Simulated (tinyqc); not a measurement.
A clean chain and dephasing by Buettiker voltage probes: one step of the calculation.

Sites 1 to 3 form a chain with hopping -t. Lead L joins site 1 and lead R site 3, both semi-infinite chains with hopping -t and site energy 0. Every site carries a probe with self-energy -i Gamma_p/2 that draws no net current. Linear response at zero temperature: mu_L = 1, mu_R = 0 in units of the bias.

Task. Current at both leads. In units of (2 q^2/h) times the bias, T_RL + sum_p T_pL (1 - mu_p) leaves L and T_RL + sum_p T_pR mu_p enters R.

T_RL = 0.23500221

```
probe        T_pL        T_pR        mu_p
1      0.36014132  0.11752601  0.66675724
2      0.26440862  0.26440862  0.50000000
3      0.11752601  0.36014132  0.33324276
```

Give: current leaving L; current entering R.

Result.

current leaving L = 0.5656
current entering R = 0.5656

The two are equal: the probes conserve the current.

Program tinyqc, `OMP_NUM_THREADS=1 python tinyqc.py 2700047 2700048 out.jsonl`; Intel Xeon 2.30GHz, shared host, one thread, about 0.01 s.
